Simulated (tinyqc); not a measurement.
Resistance of a source-drain extension with a graded tip: one step of the calculation.

y runs along the channel, the gate covers y > 0. The doping is N0 for y < y0 and N0 10^(-(y - y0)/la) beyond, uniform over the depth xj. Sheet conductance s(y) = q mu(N) max(N - Nch, 0) xj + (for y > 0) ma Cox Vo, with mu(N) = u0 + (u1 - u0)/(1 + (N/Nr)^au) and Cox = eps0 eox/tox. Current is taken as one-dimensional; depletion of the tip, spreading and the contact are left out. The metallurgical junction lies at yj, where N = Nch.

Question. Sheet resistances and junction position. yj = y0 + la log10(N0/Nch); sheet resistance of the full extension 1/[q mu(N0)(N0 - Nch) xj] and of the gate-induced layer 1/(ma Cox Vo); metallurgical length Lg - 2 yj; ye is where the doped and the gate-induced conductances are equal.

Inputs (values chosen for the exercise); mobility law close to that of electrons in silicon:
```
symbol,value,unit,meaning
eox,9.23,,relative permittivity of the gate insulator (close to aluminium oxide)
tox,4.3,nm,insulator thickness
N0,9.4e19,cm^-3,active doping of the extension far from the gate
la,2.8,nm/decade,lateral abruptness
y0,2.2,nm,position under the gate where the fall begins (gate edge at 0)
xj,13,nm,depth of the extension
Nch,1.6e18,cm^-3,channel doping
Vo,0.73,V,gate overdrive
ma,100,cm^2/(V s),mobility of the gate-induced layer
u1,1414,cm^2/(V s),mobility at low doping
u0,68.5,cm^2/(V s),mobility at high doping
Nr,9.2e16,cm^-3,reference doping
au,0.711,,exponent
Lg,45,nm,gate length
```

Constants: q = 1.602176634e-19 C, eps0 = 8.8541878128e-14 F/cm where lengths are in cm. Results are converted to the units shown.

Wanted: yj; sheet resistance of the extension; sheet resistance of the induced layer; metallurgical length; ye; N at ye.

Answer.

yj = 7.1532 nm
sheet resistance of the extension = 664.58 ohm/square
sheet resistance of the induced layer = 7207.7 ohm/square
metallurgical length = 30.694 nm
ye = 5.4004 nm
N at ye = 6.7627e18 cm^-3

The gate takes over 1.75 nm before the junction, where N is still 4.23 times the channel doping.

tinyqc, about 0.06 s, one thread, Intel Xeon 2.30GHz (shared host): `OMP_NUM_THREADS=1 python tinyqc.py 2282039 2282040 out.jsonl`
